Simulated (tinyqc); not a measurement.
## p-type polysilicon, carrier trapping at grain boundaries: effect of the trap density of a grain boundary

One-dimensional grains of size Lg, uniform ionised doping N, monovalent traps Qt at each boundary at a depth Et below (for electrons) or above (for holes) the band edge there, abrupt depletion of width W on each side of a boundary, Boltzmann statistics. xi is the distance from the band edge at the grain centre to the Fermi level. Trapped charge Qt/(1 + exp((xi + VB - Et)/Vt)) = 2 N W, barrier VB = q N W^2/(2 eps0 eps_r).

If the trap equation with xi = Vt ln(NB/N) has a root W < Lg/2, the grain is partly depleted; otherwise W = Lg/2 and the trap equation gives xi = Et - VB + Vt ln(Qt/(N Lg) - 1). N* = Qt/Lg. n0 = NB exp(-xi/Vt); mean density n0 (1 - 2 W/Lg) by charge balance in a partly depleted grain, and n0 (sqrt(pi)/2) erf(u)/u with u = sqrt(VB/Vt) in a fully depleted one; v = sqrt(kB T/(2 pi ms m0)); barrier resistivity Vt exp(VB/Vt)/(q fe n0 v Lg); grain resistivity (1 - 2 W/Lg)/(q n0 mug); effective mobility 1/(q mean density total resistivity). Rows with xi above 0.45 V, towards mid-gap, are left out, since the other carrier type is ignored.

Values chosen for this exercise; values of the order met in polycrystalline silicon:
- T = 300 K (temperature)
- eps_r = 11.7 (relative permittivity)
- NB = 2.65e19 cm^-3 (valence-band density of states at T)
- Lg = 87 nm (grain size)
- Et = 0.46 eV (depth of the trap level from the majority band edge at the boundary)
- ms = 0.28 m0 (mass for thermionic emission)
- fe = 0.25 (correction factor of the emission rate)
- mug = 78 cm^2/(V s) (mobility inside the grains)
- N = 1.5e17 cm^-3 (doping)

Constants: q = 1.602176634e-19 C, kB = 1.380649e-23 J/K, m0 = 9.1093837015e-31 kg, Vt = kB T/q, eps0 = 8.8541878128e-14 F/cm where lengths are in cm. Results are converted to the units shown.

Result of one run:
```
N/N*   depleted share 2 W/Lg  VB (V)  xi (V)  mean density (cm^-3)  resistivity (ohm cm)  effective mobility (cm^2/(V s))
1.345                 0.7430  0.1212  0.1338              3.855e16                 10.70                            15.13
```

Which trap density of a grain boundary Qt gave this result: 3.4e11, 5.7e11, 9.7e11, 2.8e12 or 8e12 cm^-2?

Qt = 9.7e11 cm^-2.

The whole series:
columns A: Qt (cm^-2); B: N/N*; C: depleted share 2 W/Lg; D: VB (V); E: xi (V); F: mean density (cm^-3); G: resistivity (ohm cm); H: effective mobility (cm^2/(V s))
```
A            B       C         D       E         F        G       H
2e11     6.525  0.1533  0.005155  0.1338  1.270e17   0.5705   86.14
3.4e11   3.838  0.2605   0.01490  0.1338  1.109e17   0.5676   99.14
5.7e11   2.289  0.4368   0.04187  0.1338  8.448e16   0.7919   93.29
9.7e11   1.345  0.7430    0.1212  0.1338  3.855e16    10.70   15.13
1.6e12  0.8156   1.000    0.2195  0.2021  3.249e15     6649  0.2889
2.8e12  0.4661   1.000    0.2195  0.2440  6.411e14  3.370e4  0.2889
4.7e12  0.2777   1.000    0.2195  0.2652  2.823e14  7.652e4  0.2889
8e12    0.1631   1.000    0.2195  0.2828  1.431e14  1.509e5  0.2889
```

As Qt goes from 2e11 to 8e12, VB rises from 0.00516 to 0.219 V, the resistivity goes from 0.570 through a minimum of 0.568 (at Qt = 3.4e11 among the rows listed) to 1.51e5 ohm cm and the effective mobility goes from 86.1 through a maximum of 99.1 (at Qt = 3.4e11 among the rows listed) to 0.289 cm^2/(V s). For Qt = 2e11, 3.4e11 VB is below Vt, where abrupt depletion and thermionic emission are rough. For Qt = 9.7e11 the grain is near the changeover between partial and full depletion, within a few Debye lengths, where both limits are rough. For Qt = 2e11, 3.4e11, 5.7e11 the effective mobility exceeds mug, since drift through the depleted part of the grain is left out.

Numbers from tinyqc (`OMP_NUM_THREADS=1 python tinyqc.py 2830172 2830173 out.jsonl`; about 0.01 s on one thread of a shared Intel Xeon 2.30GHz).
